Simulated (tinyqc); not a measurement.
Hot carriers by balance equations with a heated Maxwellian. Changing the electric field F. Computed by tinyqc, a small Python program. Command: `OMP_NUM_THREADS=1 python tinyqc.py 3026447 3026448 out.jsonl hot sweep`. One thread of a shared host (Intel(R) Xeon(R) Processor @ 2.30GHz), about 0.08 s of CPU time with the checks.

The carriers follow a Maxwellian at an electron temperature T_e, slightly displaced; the drift energy is neglected against k_B T_e. The balance averages the rate, not the time, so mu_0 lies below the relaxation-time value.

Inputs (values chosen for the exercise, modelled on holes in germanium):
```
quantity                                          value       unit
effective mass m                                  0.298        m_0
density rho                                        5323     kg/m^3
sound velocity v_l                                 5240        m/s
acoustic deformation potential D_A                  4.5         eV
phonon energy hbar w                               38.3        meV
optical or intervalley deformation potential D_o    6.8  1e8 eV/cm
final valleys Z_f                                     1          -
lattice temperature T                               100          K
mixing                                              0.2          -
iteration cap                                       300          -
```

Band: parabolic. Solver: damped fixed point.

Constants: k_B = 8.617333262e-05 eV/K; k_B = 1.380649e-23 J/K; e = 1.602176634e-19 C; hbar = 1.054571817e-34 J s; m_0 = 9.1093837015e-31 kg; hbar = 6.582119569e-16 eV s.

Method:
- Parabolic band: E = hbar^2 k^2/(2 m), speed v = hbar k/m, states per spin, volume and energy g(E) = m k/(2 pi^2 hbar^2). Masses are multiplied by m_0 and all formulas are in SI units.
- Phonon occupation N_q = 1/(exp(hbar w/(k_B T)) - 1).
- Acoustic deformation potential (elastic, equipartition, absorption and emission together): 1/tau = 2 pi k_B T D_A^2 g(E)/(hbar rho v_l^2).
- Optical or intervalley deformation potential: 1/tau = (pi Z_f D_o^2/(rho w)) [N_q g(E + hbar w) + (N_q + 1) g(E - hbar w)], with g = 0 below the band edge.
- Averages over the Maxwellian, <y> = int y x^(1/2) exp(-x) dx / int x^(1/2) exp(-x) dx with x = E/(k_B T_e), split at x_0 = hbar w/(k_B T_e): 64 Gauss-Legendre points in sqrt(x) below it and 128 in sqrt(x - x_0) above it, up to x = 32. Momentum balance: mu(T_e) = e/(m nu), nu = <x (sum of rates)>/<x>. Power lost per carrier: P(T_e) = hbar w <emission rate - absorption rate> + <(2 m v_l^2/(k_B T)) (E - 2 k_B T) acoustic rate>.
- Energy relaxation time at weak heating: tau_E = (3/2) k_B / (dP/dT_e), the derivative by a central difference of +/- 0.5 K at T_e = T.
- Fixed point: T_out = T + (T_e - T) e mu(T_e) F^2/P(T_e), T_new = T_e + mixing (T_out - T_e).
- Start at T_e = 1.5 T; stop when T_e moves by less than 1e-6 K or exceeds 1e6 K.
- v = mu(T_e) F; warm-carrier coefficient (mu/mu_0 - 1)/F^2.

One run for each value:
```
electric field F (kV/cm)  drift velocity (1e7 cm/s)  electron temperature T_e (K)  mu/mu_0
0.10                                          0.258                           112   0.8671
0.22                                          0.437                           135   0.6678
0.46                                          0.617                           179   0.4507
1.00                                          0.797                           272   0.2680
2.20                                          0.968                           521   0.1478
4.60                                          1.093                          1323   0.0798
```

Describe the trends.

Over the rows, drift velocity (1e7 cm/s) rises from 0.258 to 1.09 (exponent d ln y / d ln x 0.67 between the first rows and 0.16 between the last); electron temperature T_e (K) rises from 112 to 1320 (exponent d ln y / d ln x 0.24 between the first rows and 1.3 between the last); mu/mu_0 falls from 0.867 to 0.0798 (exponent d ln y / d ln x -0.33 between the first rows and -0.84 between the last).  Left out: 10.0, 22.0, 46.0 (T_e far beyond the range of the model). Left out: 100 (the iteration did not converge within its cap).

Caution (rows 0.100, 0.220, 0.460, 1.00): the drift energy m v^2/2 is not small against the heating (3/2) k_B (T_e - T), so T_e - T is rough.
